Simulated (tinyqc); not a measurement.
Inside a calculation. Model: floating body of a partially depleted SOI transistor: body voltage and kink.

tinyqc, about 0.2 s, one thread, Intel Xeon 2.30GHz (shared host): `OMP_NUM_THREADS=1 python tinyqc.py 2182079 2182080 out.jsonl` Printed values are rounded.

Source at 0 V. Channel current Ic = 2 nf K Vt^2 [F(0) - F(Vd)](1 + la Vd), F(V) = ln^2(1 + exp((Vg - VT - nf V)/(2 nf Vt))), VT = VT0 - gb Vb. Saturation voltage Vs = 2 Vt sqrt(F(0)) + 3 Vt, excess Ve = (Vd - Vs + sqrt((Vd - Vs)^2 + 0.0004 V^2))/2, multiplication M1 = Ai Ve exp(-Bl/Ve). Each junction passes D(v) = J1 (exp(v/Vt) - 1) + J2 (exp(v/(2 Vt)) - 1). Bipolar current Ib = bb J1 (exp(Vb/Vt) - 1). The body settles where M1 (Ic + Ib) = D(Vb) + D(Vb - Vd) + Vb/Rb; drain current Id = (1 + M1)(Ic + Ib) - D(Vb - Vd).

Parameters, values chosen for the exercise; values of the order met in partially depleted silicon-on-insulator transistors: temperature T = 358 K; threshold at zero body voltage VT0 = 0.44 V; fall of the threshold per volt of body voltage gb = 0.13; slope factor nf = 1.48; gain factor per width K = 500 uA/(V^2 um); channel-length modulation factor la = 0.1 1/V; impact-ionisation prefactor Ai = 3.36 1/V; impact-ionisation voltage Bl = 7 V; diffusion saturation current of each junction J1 = 1.4e-10 uA/um; recombination saturation current of each junction J2 = 1.7e-7 uA/um; gain of the lateral bipolar transistor on the diffusion current bb = 0.5; resistance of a weak body tie to the source (1e9 stands for no tie, and the term is then dropped) Rb = 1e9 kohm um; gate voltage Vg = 0.97 V; drain voltage Vd = 2.1 V.

Constants: q = 1.602176634e-19 C, kB = 1.380649e-23 J/K, Vt = kB T/q. Results are converted to the units shown.

Range of the model: The multiplication law is an empirical form chosen for the exercise; self-heating and capacitive coupling to the body are left out, and the linear laws are rough once Vb passes about 0.7 V or M1 about 0.1.

## Starting value

Vb = 0.81 V.

Vb at the start = 0.81 V

## Iteration 1: new Vb

Current into the body I_in = M1 (Ic + Ib) - D(Vb - Vd), current out I_out = D(Vb) + Vb/Rb; f = ln(I_in/I_out), s = df/dVb by central differences over 1e-5 V, Vb(new) = Vb - f/s.

Ic = 82.5164 uA/um
Ve = 1.57820 V
M1 = 0.0628368
I_in = 6.29721 uA/um
I_out = 35.4834 uA/um
f = -1.72896
s = -26.6167 1/V
Vb after iteration 1 = 0.745042 V

## Iteration 2: new Vb

As before.

Ic = 80.3398 uA/um
Ve = 1.58390 V
M1 = 0.0640784
I_in = 5.28615 uA/um
I_out = 4.34034 uA/um
f = 0.197137
s = -31.3534 1/V
Vb after iteration 2 = 0.751330 V

## Course of the iteration

Stop when the step is below 1e-10 V, or after 40 iterations.

Course of the iteration:

| iteration | Vb before the step (V) | step (V) |
|---|---|---|
| 1 | 0.81 | -0.0650 |
| 2 | 0.745042 | 6.29e-3 |
| 3 | 0.751330 | 1.64e-5 |
| 4 | 0.751346 | 1.29e-10 |
| 5 | 0.751346 | < 1e-14 |

Converged in 5 iterations.

## Drain current with floating and with grounded body

converged Vb = 0.751346 V

Id and VT at the converged Vb, Id at Vb = 0, their ratio, and the bipolar share Ib/(Ic + Ib).

VT = 0.342325 V
Id, floating = 88.5144 uA/um
Id, grounded = 62.0415 uA/um
ratio = 1.42670
bipolar share = 3.17800 %

The body rises to 0.751 V and lowers the threshold by 97.7 mV.
